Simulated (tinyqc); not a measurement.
Worked calculation: Hubbard chain of 2 sites. One step of it, computed by the program tinyqc.

Question. Mean-field iteration 1. H(up) = T + U n(down), H(down) = T + U n(up); fill the lowest levels; n(new) = n + mixing (n(out) - n); E = tr T (rho up + rho down) + U sum n_up n_down of the output.

one-body matrix (hopping and site energies) (eV), order 1, 2:
$$\begin{pmatrix}
0.000000 & -0.640000 \\
-0.640000 & 0.000000
\end{pmatrix}$$

U = 11.000000 eV

electrons, up and down: [1, 1]

mixing = 0.500000

n(up) at the start (a guess, not normalised): 1 0.950000, 2 0.050000

n(down) at the start (a guess): 1 0.050000, 2 0.950000

Give: levels, up; levels, down; energy; n(up) after iteration 1; n(down) after iteration 1.

Answer.

levels, up (eV): [0.509, 10.491]

levels, down (eV): [0.509, 10.491]

energy = -0.074 eV

n(up) after iteration 1: 1 0.973, 2 0.027

n(down) after iteration 1: 1 0.027, 2 0.973
